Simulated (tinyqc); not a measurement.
Gaps across the alloy: virtual-crystal alloy in the empirical-pseudopotential method.

Empirical pseudopotential on the fcc lattice, atoms at +/- tau, tau = a (1,1,1)/8, no spin-orbit coupling. H(G,G') = c (2 pi/a)^2 |k + G|^2 delta + VS(q) cos(q.tau) + i VA(q) sin(q.tau), q = G - G', c = hbar^2/2m0; k and G in units of 2 pi/a; VS at |q|^2 = 3, 8, 11 and VA at 3, 4, 11, in rydberg, zero elsewhere. At each k the basis holds all G with |k + G|^2 up to 16; energies are counted from the fourth level at Gamma.

Virtual crystal A(1-x)B(x): a = (1 - x) a_A + x a_B. Rule linear: V = (1 - x) V_A + x V_B. Rule volume: V = [(1 - x) a_A^3 V_A + x a_B^3 V_B]/a^3, since a form factor is an atomic potential divided by the cell volume.

Constants: hbar^2/2m0 = 3.80998211 eV angstrom^2; Ry = 13.60569312 eV.

Values chosen for the exercise (classic local form factors of the size used for Si (A) and Ge (B), which place X and L only to a few tenths of an eV; the results hold for these values, not for the real material): a = (5.426, 5.671) angstrom (lattice constants of A, B); VSA = (-0.207, 0.041, 0.082) Ry (symmetric form factors of A); VAA = (0, 0, 0) Ry (antisymmetric form factors of A); VSB = (-0.231, 0.009, 0.059) Ry (symmetric form factors of B); VAB = (0, 0, 0) Ry (antisymmetric form factors of B); rule = volume (mixing rule).

Gaps from the valence top to the fifth band at Gamma, at L = (1/2,1/2,1/2) and at the lowest of k = (f,0,0), f = 0.70, 0.75, ..., 1.00. Bowing C = 4 [(E(0) + E(1))/2 - E(1/2)].

Gaps (eV):

| x | Gamma | Delta/X | f of the minimum | L | lowest |
|---|---|---|---|---|---|
| 0.000 | 3.347 | 0.743 | 0.85 | 1.877 | Delta/X |
| 0.167 | 3.372 | 0.794 | 0.85 | 1.710 | Delta/X |
| 0.333 | 3.073 | 0.843 | 0.85 | 1.543 | Delta/X |
| 0.500 | 2.571 | 0.889 | 0.85 | 1.378 | Delta/X |
| 0.667 | 2.078 | 0.932 | 0.85 | 1.215 | Delta/X |
| 0.833 | 1.597 | 0.973 | 0.85 | 1.054 | Delta/X |
| 1.000 | 1.126 | 1.011 | 0.85 | 0.897 | L |

bowing (eV): Gamma -1.336, Delta/X -0.048, L 0.034

What can be read from this table?

The lowest valley changes: Delta/X to L between x = 0.833 and 1.000. From A to B the Gamma gap moves by -2.22 eV, L by -0.98 eV and Delta/X by +0.27 eV; a move of Delta/X below about 0.4 eV is within the error of such form factors, sign included. The virtual crystal holds no disorder and no bond relaxation, so its bowing comes from the non-linear dependence on the mean potential and volume alone, and it may differ from measured bowing, which is positive in these alloys, in size and even in sign; crossings move with it; where the character of the fifth band at Gamma changes along x, its value mixes two levels.

Program tinyqc; command `OMP_NUM_THREADS=1 python tinyqc.py 1051465 1051466 out.jsonl`; about 0.2 s on one thread of a shared Intel(R) Xeon(R) Processor @ 2.30GHz.
